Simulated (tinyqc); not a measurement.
Resonant-tunnelling diode, transfer matrices and Tsu-Esaki current: two steps of the calculation.

Emitter (band edge 0), barrier d1, well Lw, barrier d2, spacer ds, collector (edge -V). The bias drops linearly over these layers and none in the contacts; each layer is cut into ns equal slices, flat at the value of their centres. E is the energy of motion across the layers, C = hbar^2/(2 m0), psi and psi'/m are continuous. Transport is coherent, T(E) is taken as independent of the transverse momentum, and charge in the well is ignored.

Inputs (values chosen for the exercise); masses and offsets of a made-up heterostructure: temperature T = 77 K; mass in the well, spacer and contacts mw = 0.036 m0; barrier height U1 = 0.37 eV; barrier mass m1 = 0.056 m0; emitter barrier d1 = 3.5 nm; well width Lw = 5.6 nm; collector barrier d2 = 3.9 nm; slices in each layer ns = 2; undoped spacer after the collector barrier ds = 4 nm; Fermi energy of both contacts above their band edges Ef = 0.087 eV; bias of the collector V = 0.091 V.

Constants: q = 1.602176634e-19 C, kB = 1.380649e-23 J/K, hbar = 1.054571817e-34 J s, m0 = 9.1093837015e-31 kg, Vt = kB T/q. Results are converted to the units shown.

Problem 1. Slices under bias. U = edge of the layer - V x/Lt at the centre x of each slice, Lt the summed thickness.

Give: U; m; width.

Solution 1.

| slice | U (eV) | m (m0) | width (nm) |
|---|---|---|---|
| 0 | 0.36532 | 0.056 | 1.7500 |
| 1 | 0.35595 | 0.056 | 1.7500 |
| 2 | -0.02623 | 0.036 | 2.8000 |
| 3 | -0.04122 | 0.036 | 2.8000 |
| 4 | 0.31607 | 0.056 | 1.9500 |
| 5 | 0.30563 | 0.056 | 1.9500 |
| 6 | -0.07494 | 0.036 | 2.0000 |
| 7 | -0.08565 | 0.036 | 2.0000 |

Problem 2. Current from the resonance alone. J = J0 times the integral over E > 0 of T(E) N(E), N = ln[(1 + exp((Ef - E)/Vt))/(1 + exp((Ef - V - E)/Vt))], J0 = q^2 mw m0 kB T/(2 pi^2 hbar^3) (times 1e-4 for A/cm^2 per eV). For a sharp resonance J = J0 (pi G/2) Tp N(Er), with Er the peak energy, Tp the peak transmission and G the full width at half maximum (in eV). The three values given are estimates from a parabola through three points of 1/T(E).

Er = 0.073786191 eV
Tp = 0.99636646
G = 2.5791625 meV

Find: J0; N(Er); J.

Solution 2.

J0 = 3.8657e6 A/(cm^2 eV)
N(Er) = 2.1194
J = 33.071 kA/cm^2

The full integral over T(E) gives 31.84 kA/cm^2; the value above is 3.9 % above it.

Computed by the program tinyqc: `OMP_NUM_THREADS=1 python tinyqc.py 2600036 2600037 out.jsonl`, one thread of a shared Intel Xeon 2.30GHz, about 0.07 s for the whole run.
